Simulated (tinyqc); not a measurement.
Hot electrons in a saturated n-channel MOSFET, lucky-electron model: effect of the channel length.

Beyond pinch-off the lateral field grows as Esat cosh(y/l) over the velocity-saturated region (pseudo-two-dimensional model). Impact ionisation in this region gives the substrate current, which biases the body forward through Rsub. Currents are per width. Local-field laws: they overstate ionisation when the field peak is narrower than an energy relaxation length.

Cox = 3.9 eps0/tox, l = sqrt(3 tox xj), Esat = 2 vs/mu. Overdrive g = Vg - VT + kb Vb; Vdsat = g Esat L/(g + Esat L); Id = Cox vs (g - Vdsat); dV = Vd - Id Rd - Vdsat; Em = sqrt((dV/l)^2 + Esat^2); Isub = Id (Ai/Bi) l Em exp(-Bi/Em). Vb = Rsub Isub is solved self-consistently. Lifetime tau = (Hl/Id)(Isub/Id)^(-m); 1 year = 3.15576e7 s.

Parameters, values chosen for the exercise; values close to those of silicon n-channel devices:
- tox = 20 nm (oxide thickness)
- xj = 240 nm (junction depth)
- VT = 0.75 V (threshold)
- mu = 290 cm^2/(V s) (effective mobility)
- vs = 7.3e6 cm/s (saturation velocity)
- Ai = 2e6 1/cm (ionisation prefactor)
- Bi = 1.75 MV/cm (ionisation field)
- Rd = 700 ohm um (resistance of the lightly doped drain)
- Rsub = 6000 ohm um (substrate resistance)
- kb = 0.2 (fall of VT per volt of forward body bias)
- m = 3.3 (lifetime exponent)
- Hl = 2400 s uA/um (lifetime constant)
- Vd = 3.7 V (drain voltage)
- Vg = 2.3 V (gate voltage)

Constants: eps0 = 8.8541878128e-14 F/cm where lengths are in cm. Results are converted to the units shown.

Results:
```
L (um),Id (uA/um),Em (MV/cm),Isub (uA/um),Isub/Id,tau (years)
0.4,84.985,0.23582,0.16452,0.0019359,803.65
0.57,68.522,0.22614,0.092592,0.0013513,3264.6
0.8,54.294,0.21779,0.052518,9.6728e-4,12417
1.1,42.724,0.21101,0.030931,7.2399e-4,41051
2.3,23.064,0.19953,0.0097947,4.2468e-4,4.4216e5
3.2,17.146,0.19608,0.0061326,3.5766e-4,1.0483e6
```

Estimate the missing row, L = 1.6 um.

Computed row:
```
L (um),Id (uA/um),Em (MV/cm),Isub (uA/um),Isub/Id,tau (years)
1.6,31.526,0.20447,0.016958,5.3790e-4,1.4829e5
```

With this row back in the table: As L goes from 0.4 to 3.2 um, Em falls from 0.236 to 0.196 MV/cm, Isub falls from 0.165 to 0.00613 uA/um and tau rises from 804 to 1.05e6 years. From the first row to the last, log10(tau) changes by 3.1: 2.4 from (Isub/Id)^(-m), which holds Em and l, and 0.70 from 1/Id. At L = 0.4 um the saturated region takes over 60 % of L, so using the full L in Vdsat is rough. For L = 0.57 to 3.2 um tau is a far extrapolation that only says that hot carriers are no limit.

Numbers from tinyqc (`OMP_NUM_THREADS=1 python tinyqc.py 2550173 2550174 out.jsonl`; about 0.01 s on one thread of a shared Intel Xeon 2.30GHz).
